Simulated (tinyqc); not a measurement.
Inside a calculation. Method: LDA (PW92) atom on a uniform radial grid, spin-unpolarised, for Be. Computed by tinyqc, a small Python program that keeps every step. Settings: Z = 4, points = 256, R = 16.0, functional = lda,pw, mixing = 1.0, iteration cap = 58. Command: `OMP_NUM_THREADS=1 python tinyqc.py 20167 20168 out.jsonl` (the two numbers bound the seeds that draw the settings). One thread of a shared host (Intel(R) Xeon(R) Processor @ 2.60GHz), about 0.5 s of CPU time with the checks. Later iterations appear only in the table of the cycle.

## Iteration 1

Spherical atom on a uniform radial grid r_j = j h with h = R/(N + 1), h sum u^2 = 1 and integrals as h times sums, u(0) = u(R) = 0 (atomic units):
```
parameter            value
Z                        4
points N               256
R                16.000000
h                 0.062257
mixing            1.000000
electrons in 1s          2
electrons in 2s          2
```

Three-point differences turn -u''/2 + [l(l+1)/2r^2 - Z/r + V] u = e u into a tridiagonal matrix (diagonal 1/h^2 + potential, off-diagonal -1/2h^2). D = sum f u^2; the Hartree potential y/r solves y'' = -D/r with y(0) = 0, y(R) = N_e; v_xc comes from rho = D/(4 pi r^2); E = sum f e - int D V + int D (V_H/2 + eps_xc); V(new) = V + mixing (V_H + v_xc - V).

eigenvalues (hartree): [-7.879674, -1.992308]

Every 16th grid point:
```
r              V in     u(1s)      u(2s)         D       V_H       v_xc
0.996109   0.000000  0.304004  -0.757594  1.332733  3.416474  -0.528409
1.992218   0.000000  0.011773  -0.628059  0.789193  1.977466  -0.294228
2.988327   0.000000  0.000342  -0.215590  0.092958  1.337398  -0.121276
3.984436   0.000000  0.000009  -0.055207  0.006096  1.003870  -0.045186
4.980545   0.000000  2.14e-07  -0.012168  0.000296  0.803124  -0.015683
5.976654   0.000000  4.97e-09  -0.002447  0.000012  0.669271  -0.005125
6.972763   0.000000  1.12e-10  -0.000463  4.28e-07  0.573661  -0.001597
7.968872   0.000000         0  -0.000084  1.40e-08  0.501953  -0.000480
8.964981   0.000000         0  -0.000015  4.28e-10  0.446181  -0.000141
9.961089   0.000000         0  -2.49e-06  1.24e-11  0.401562  -0.000041
10.957198  0.000000         0  -4.15e-07         0  0.365057   0.000000
11.953307  0.000000         0  -6.80e-08         0  0.334635   0.000000
12.949416  0.000000         0  -1.10e-08         0  0.308894   0.000000
13.945525  0.000000         0  -1.75e-09         0  0.286830   0.000000
14.941634  0.000000         0  -2.71e-10         0  0.267708   0.000000
15.937743  0.000000         0          0         0  0.250977   0.000000
```

total energy = -13.32423420 hartree

## Iteration 2

As before.

eigenvalues (hartree): [-2.912501, -0.037934]

Every 16th grid point:
```
r              V in     u(1s)      u(2s)         D       V_H       v_xc
0.996109   2.888065  0.458934  -0.194767  0.497109  2.687837  -0.390013
1.992218   1.683238  0.051166  -0.493251  0.491828  1.642979  -0.254953
2.988327   1.216122  0.004976  -0.507775  0.515720  1.215061  -0.202537
3.984436   0.958684  0.000463  -0.427152  0.364917  0.958063  -0.153656
4.980545   0.787441  0.000042  -0.335683  0.225367  0.785014  -0.116450
5.976654   0.664146  3.84e-06  -0.257559  0.132673  0.661819  -0.089173
6.972763   0.572064  3.48e-07  -0.195861  0.076723  0.570526  -0.069054
7.968872   0.501473  3.15e-08  -0.148259  0.043962  0.500630  -0.053948
8.964981   0.446039  2.86e-09  -0.111719  0.024962  0.445630  -0.042389
9.961089   0.401522  2.59e-10  -0.083603  0.013979  0.401342  -0.033377
10.957198  0.365057  2.34e-11  -0.061813  0.007642  0.364975  -0.026213
11.953307  0.334635         0  -0.044705  0.003997  0.334609  -0.020384
12.949416  0.308894         0  -0.030982  0.001920  0.308887  -0.015481
13.945525  0.286830         0  -0.019607  0.000769  0.286829  -0.011131
14.941634  0.267708         0  -0.009717  0.000189  0.267708  -0.006866
15.937743  0.250977         0  -0.000564  6.35e-07  0.250977  -0.001062
```

total energy = -14.11231992 hartree

## Iteration 3

As before.

eigenvalues (hartree): [-4.095586, -0.305763]

Every 16th grid point:
```
r              V in     u(1s)      u(2s)         D       V_H       v_xc
0.996109   2.297824  0.404372  -0.370300  0.601278  2.974030  -0.413445
1.992218   1.388026  0.032072  -0.663713  0.883087  1.828246  -0.304449
2.988327   1.012525  0.002148  -0.510865  0.521975  1.306075  -0.203272
3.984436   0.804407  0.000135  -0.312225  0.194969  0.998054  -0.127411
4.980545   0.668565  0.000008  -0.172275  0.059357  0.802070  -0.078204
5.976654   0.572645  4.99e-07  -0.089923  0.016172  0.669080  -0.047485
6.972763   0.501473  2.98e-08  -0.045359  0.004115  0.573626  -0.028590
7.968872   0.446681  1.76e-09  -0.022359  0.001000  0.501947  -0.017081
8.964981   0.403242  1.04e-10  -0.010842  0.000235  0.446179  -0.010132
9.961089   0.367966         0  -0.005192  0.000054  0.401562  -0.005971
10.957198  0.338762         0  -0.002463  0.000012  0.365057  -0.003498
11.953307  0.314224         0  -0.001158  2.68e-06  0.334635  -0.002038
12.949416  0.293406         0  -0.000538  5.78e-07  0.308894  -0.001178
13.945525  0.275698         0  -0.000242  1.17e-07  0.286830  -0.000667
14.941634  0.260842         0  -0.000094  1.77e-08  0.267708  -0.000344
15.937743  0.249915         0  -4.96e-06  4.93e-11  0.250977  -0.000047
```

total energy = -14.20291903 hartree

## Convergence

Stop when input and output potentials agree to 1e-7.

Course of the cycle (hartree):
```
iteration             E      e(1s)      e(2s)  largest |V(out) - V(in)|
1          -13.32423420  -7.879674  -1.992308                  6.68e+00
2          -14.11231992  -2.912501  -0.037934                  1.86e+00
3          -14.20291903  -4.095586  -0.305763                  6.38e-01
4          -14.21348833  -3.660490  -0.176984                  2.07e-01
5          -14.21458316  -3.801187  -0.214039                  6.78e-02
6          -14.21470219  -3.754976  -0.201564                  2.22e-02
7          -14.21471496  -3.770116  -0.205619                  7.28e-03
8          -14.21471633  -3.765148  -0.204284                  2.39e-03
9          -14.21471648  -3.766777  -0.204722                  7.84e-04
10         -14.21471649  -3.766243  -0.204578                  2.57e-04
11         -14.21471650  -3.766418  -0.204625                  8.44e-05
12         -14.21471650  -3.766361  -0.204610                  2.77e-05
13         -14.21471650  -3.766379  -0.204615                  9.08e-06
14         -14.21471650  -3.766373  -0.204613                  2.98e-06
15         -14.21471650  -3.766375  -0.204614                  9.77e-07
16         -14.21471650  -3.766375  -0.204614                  3.21e-07
17         -14.21471650  -3.766375  -0.204614                  1.05e-07
18         -14.21471650  -3.766375  -0.204614                  3.45e-08
```

Converged in 18 iterations. A uniform grid resolves the cusp poorly: for a bare nucleus this grid gives 1s at -7.87967 against -Z^2/2 = -8 hartree. Before convergence this energy mixes input and output and is not variational, so it may rise towards its limit.
